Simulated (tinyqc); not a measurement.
The first four gaps: longitudinal sound in a periodic multilayer: transfer matrices, stop bands and folded phonons. Computed by tinyqc, a small Python program. Command: `OMP_NUM_THREADS=1 python tinyqc.py 3016773 3016774 out.jsonl multilayer walk`. One thread of a shared host (Intel(R) Xeon(R) Processor @ 2.30GHz), about 0.01 s of CPU time with the checks.

Layers 1 and 2 repeat with period d = d_1 + d_2; waves travel normal to the layers, without loss. State vector (u, s): displacement u and stress divided by omega. Impedances Z = rho v are in 1e6 kg/(m^2 s).

Inputs (values chosen for the exercise, modelled on silica (layer 1), platinum (layer 2) and gallium arsenide (substrate)): density rho_1 = 2.19 g/cm^3; velocity v_1 = 6010 m/s; thickness d_1 = 774 nm; density rho_2 = 21.5 g/cm^3; velocity v_2 = 4130 m/s; thickness d_2 = 529 nm; substrate density = 5.42 g/cm^3; substrate velocity = 4770 m/s.

Method:
- Z = rho v; interface reflection r = (Z_2 - Z_1)/(Z_2 + Z_1) (stress amplitude, from 1 into 2); Bragg frequency f_B = 1/[2 (d_1/v_1 + d_2/v_2)]; long-wave velocity v_eff = d/sqrt[(d_1/v_1)^2 + (d_2/v_2)^2 + (Z_1/Z_2 + Z_2/Z_1)(d_1/v_1)(d_2/v_2)].
- A layer maps (u, s) by [[cos p, sin p/Z], [-Z sin p, cos p]], p = 2 pi f d_i/v_i; one period is M = M_2 M_1, and cos(q d) = trace(M)/2.
- Gap m contains m f_B; its edges, where trace(M)/2 = (-1)^m, are found by root search. Weak-contrast estimate of the width: (4 f_B/pi) |r sin(m pi a)|, a = (d_1/v_1)/(d_1/v_1 + d_2/v_2).

Bragg frequency f_B = 1.94649 GHz

Z_1 = 13.1619

Z_2 = 88.795

interface reflection r = 0.741814

Stop bands (GHz):
```
m  lower edge  upper edge   width  weak-contrast estimate
1      0.9108      2.9821  2.0713                  1.8385
2      3.8851      3.9008  0.0157                  0.0157
3      4.8039      6.8750  2.0711                  1.8383
4      7.7703      7.8017  0.0314                  0.0314
```

With a = 0.501, gap 1 is the widest and gap 2 the narrowest: the layers are near a quarter wave each at f_B, so the even gaps almost close. The weak-contrast estimate misses the first width by -11.2 % at |r| = 0.74. Odd gaps open at the edge of the folded zone (q = pi/d), even ones at its centre.
